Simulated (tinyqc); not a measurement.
## Gate work function from the charge

Question. For an undoped double gate, Q = 8 eps0 eps_r Vt beta tan(beta)/ts with 0 < beta < pi/2, and at the source (Vg - dphi)/(2 Vt) - ln[(2/ts) sqrt(2 eps0 eps_r Vt/(q ni))] = ln(beta) - ln(cos beta) + 2 r beta tan(beta), r = eps_r tox/(eox ts). Find beta and dphi.

Inputs (values chosen for the exercise); material values those of a made-up semiconductor: temperature T = 300 K; relative permittivity of the semiconductor eps_r = 8.81; relative permittivity of the gate insulator eox = 22.3; insulator thickness tox = 10 nm; body thickness ts = 12 nm; gate voltage Vg = 0.57 V.

Constants: q = 1.602176634e-19 C, kB = 1.380649e-23 J/K, Vt = kB T/q, eps0 = 8.8541878128e-14 F/cm where lengths are in cm. Results are converted to the units shown.

Qs = 59.288313 nC/cm^2
ni = 4.3136780e10 cm^-3

Answer. beta tan(beta) rises from 0 without bound on the interval, so the charge fixes beta; the second relation is then explicit in dphi.

beta = 0.6190
dphi = 0.1400 V

Computed by the program tinyqc: `OMP_NUM_THREADS=1 python tinyqc.py 2440166 2440167 out.jsonl`, one thread of a shared Intel Xeon 2.30GHz, about 0.02 s for the whole run.
